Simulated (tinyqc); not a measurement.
Trench capacitor in an array: capacitance, non-linearity, leakage and relaxation: one step of the calculation.

A film between two metal electrodes, each interface adding a series capacitance ci. The small-signal permittivity is ek (1 + aq E^2); the field is found with the linear permittivity. Leakage J = J0 sinh(E/Ef). After a voltage step the film passes a relaxation current kr C V tt^(-nr), tt being the time in seconds. The sidewall is a coaxial capacitor with radii a = dm/2 - t and b = dm/2, depth AR dm; the end face is left out.

Task. Cell capacitance, fields and time constant. Per length 1/c = ln(b/a)/(2 pi eps0 ek) + (1/a + 1/b)/(2 pi ci); cell capacitance c AR dm; per footprint over pt^2; fields c V/(2 pi eps0 ek r) at r = a and b; resistance of the inner electrode rho AR dm/(pi a^2); time constant R C/3 of the distributed line.

Parameters, values chosen for the exercise; permittivity of the order of that of tantalum oxide:
```
symbol  value     unit                                                             meaning
ek       26.1                                            relative permittivity of the film
t         9.7       nm                                                      film thickness
ci       1000  uF/cm^2  capacitance of each electrode interface (dead layer and screening)
V         2.4        V                                                                bias
dm         86       nm                                                diameter of the hole
AR         30                                            aspect ratio, depth over diameter
pt        140       nm                                           pitch of the square array
rho      1000  uohm cm                                  resistivity of the inner electrode
```

Constants: eps0 = 8.8541878128e-14 F/cm where lengths are in cm. Results are converted to the units shown.

Find: a; b; cell capacitance; capacitance per footprint; field at a; field at b; R; R C/3.

Result.

a = 33.30 nm
b = 43.00 nm
cell capacitance = 14.58 fF
capacitance per footprint = 74.41 uF/cm^2
field at a = 2.806 MV/cm
field at b = 2.173 MV/cm
R = 7.406 kohm
R C/3 = 36.00 ps

The array gives 31.4 times the planar capacitance per footprint; curvature makes the field at the inner electrode 1.14 times the planar value.

Program tinyqc, `OMP_NUM_THREADS=1 python tinyqc.py 2102140 2102141 out.jsonl`; Intel Xeon 2.30GHz, shared host, one thread, about 0.01 s.
